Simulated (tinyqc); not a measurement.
What moves the results: heterojunction of two tight-binding chains. A value that a table varies takes the place of the one given here.

Left chain: hopping -t1, sites at 2 t1 (band bottom 0). Right chain: hopping -t2, sites at dE + 2 t2 (bottom dE). t = c/(m a^2), c = hbar^2/2m0. The bond across the interface is -tc with tc = f sqrt(t1 t2), and the last left site has the extra energy U. In a chain E = bottom + 2t (1 - cos(ka)); the surface Green function of a half chain is g = -exp(ika)/t, with Im k > 0 where cos(ka) > 1.

Constants: hbar^2/2m0 = 3.80998211 eV angstrom^2.

Inputs chosen for the exercise (masses and offset of the size met at GaAs / AlGaAs; the results hold for these values, not for the real material):

| symbol | value | unit | meaning |
|---|---|---|---|
| a | 5.65 | angstrom | site spacing |
| m1 | 0.068 | m0 | mass on the left |
| m2 | 0.086 | m0 | mass on the right |
| dE | 0.25 | eV | band offset |
| f | 1.06 |  | factor on the interface hopping |
| U | 0.22 | eV | extra energy on the last left site |
| E | 0.308 | eV | electron energy |

## Transmission against energy, and which matching rule a chain obeys

Chain A is the junction as given; chain B has tc = sqrt(t1 t2) and U = 0; chain C has tc = t2 and U = t2 - t1, the finite-difference form of -d/dx (c/m) d/dx. Continuum formulas T = 4 x y/(x + y)^2 with parabolic k: x, y = k/m on each side (BenDaniel-Duke) or x, y = k (slope continuous).

T:

| E - dE (eV) | E (eV) | chain A | chain B | chain C | k/m matched | k matched |
|---|---|---|---|---|---|---|
| 0.002 | 0.252 | 0.3590 | 0.3262 | 0.2679 | 0.2721 | 0.3311 |
| 0.005 | 0.255 | 0.5051 | 0.4640 | 0.3883 | 0.3939 | 0.4702 |
| 0.010 | 0.260 | 0.6304 | 0.5854 | 0.4994 | 0.5058 | 0.5922 |
| 0.020 | 0.270 | 0.7557 | 0.7109 | 0.6207 | 0.6275 | 0.7177 |
| 0.050 | 0.300 | 0.8934 | 0.8570 | 0.7751 | 0.7816 | 0.8626 |
| 0.100 | 0.350 | 0.9596 | 0.9340 | 0.8680 | 0.8735 | 0.9379 |
| 0.200 | 0.450 | 0.9914 | 0.9774 | 0.9305 | 0.9346 | 0.9795 |
| 0.400 | 0.650 | 0.9997 | 0.9954 | 0.9652 | 0.9683 | 0.9961 |

Chain C follows the k/m rule within 0.0069 and chain B the plain k rule within 0.0068, while the two rules differ by up to 0.0902: in B the self-energy of the right side is -t1 exp(i k2 a), so only k2 enters, and in C it is -t2 exp(i k2 a), which carries 1/m2. Chain A, with f = 1.06 and U = 0.22 eV, has an interface term of its own and lies up to 0.0450 from B and 0.1350 from C.

## When the interface binds a state

A state below both bands solves E - 2 t1 - U - S1(E) - S2(E) = 0 for E < 0, with S1 = -t1 z1, S2 = -(tc^2/t2) z2 and |z| < 1 the decaying root of z + 1/z = 2 - (E - bottom)/t. Decay lengths -a/ln|z|. The threshold is the U that solves the equation at E = 0. A dash: no bound state.

Interface state:

| U (eV) | E (eV) | decay left (angstrom) | decay right (angstrom) |
|---|---|---|---|
| -0.14 | - | - | - |
| -0.28 | - | - | - |
| -0.41 | - | - | - |
| -0.51 | -0.0013 | 211.3 | 13.4 |
| -0.60 | -0.0089 | 79.4 | 13.2 |
| -0.74 | -0.0306 | 42.8 | 12.7 |
| -0.92 | -0.0708 | 28.2 | 11.9 |
| -1.38 | -0.2179 | 16.1 | 9.9 |

threshold U = -0.4611 eV

The step pushes the state out, the strengthened bond draws it in less strongly, so an attraction must exceed 0.4611 eV to bind; 5 of the 8 rows are bound. At U = -1.38 eV the state decays over 16.1 angstrom to the left and 9.9 to the right, where the band lies higher.

## What each parameter does

T = 4 Im(S1) Im(S2) |G|^2 with G = 1/(E - 2 t1 - U - S1 - S2), S1 = -t1 exp(i k1 a), S2 = -(tc^2/t2) exp(i k2 a). Each row changes one parameter from the base and keeps the others.

Results:

| case | T | k1 a | k2 a |
|---|---|---|---|
| base | 0.9107 | 0.4220 | 0.2048 |
| m1 = 0.0816 m0 | 0.8897 | 0.4630 | 0.2048 |
| m2 = 0.1032 m0 | 0.9343 | 0.4220 | 0.2244 |
| dE = 0.2 eV | 0.9776 | 0.4220 | 0.2799 |
| f = 0.954 | 0.8084 | 0.4220 | 0.2048 |
| U = 0.42 eV | 0.9135 | 0.4220 | 0.2048 |
| a = 4.52 angstrom | 0.8936 | 0.3367 | 0.1637 |

The largest shifts from the base row, up to three for each result and ties (the steps differ in size, so this ranks the rows, not the parameters). T: f -0.1023, dE +0.0669, m2 +0.0236. k1 a: a -0.0853, m1 +0.0410; unchanged at the printed digits by m2, dE, f and U. k2 a: dE +0.0751, a -0.0411, m2 +0.0196; unchanged at the printed digits by m1, f and U.

Run: tinyqc, `OMP_NUM_THREADS=1 python tinyqc.py 1451364 1451365 out.jsonl`; Intel(R) Xeon(R) Processor @ 2.30GHz, one thread, shared host; about 0.01 s of CPU time with all checks.
